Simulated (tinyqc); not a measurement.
Lossy interposer transmission line with skin effect: one step of the calculation.

A uniform line in a homogeneous dielectric: c = sqrt(er)/(c0 Z0), l = Z0 sqrt(er)/c0 (c0 = 299792458 m/s), g = w c td, w = 2 pi f. The resistance joins its limits as r = sqrt(r_dc^2 + r_hf^2), with r_dc = rho/(wd th), r_hf = kr rho/(2 delta (wd + th)), delta = sqrt(rho/(pi f mu0)), mu0 = 4 pi 1e-7 H/m; this is an interpolation, and internal inductance, up to 0.05 nH/mm at low frequency, is neglected.

Question. Reflection, input impedance and transfer. ZL = 1/(1/RL + i w CL); reflection (ZL - Zc)/(ZL + Zc); Zin = Zc (ZL + Zc tanh(gamma len))/(Zc + ZL tanh(gamma len)); H = V_load/V_source = [Zin/(Zin + Rg)]/[cosh(gamma len) + (Zc/ZL) sinh(gamma len)].

Inputs (values chosen for the exercise):

| symbol | value | unit | meaning |
|---|---|---|---|
| Rg | 100 | ohm | source resistance |
| RL | 100 | ohm | load resistance |
| CL | 100 | fF | load capacitance |
| f | 0.45 | GHz | frequency |

gamma len = 0.35862771+0.44218006i
Zc = 66.397117-51.684703i ohm

Find: ZL; reflection at the load; Zin; H; |H|.

Answer.

ZL = 99.920-2.825i ohm
reflection at the load = 0.09507+0.32493i
Zin = 98.548-57.654i ohm
H = 0.34281-0.16835i
|H| = -8.3606 dB

Program tinyqc, `OMP_NUM_THREADS=1 python tinyqc.py 2810183 2810184 out.jsonl`; Intel Xeon 2.30GHz, shared host, one thread, about 0.01 s.
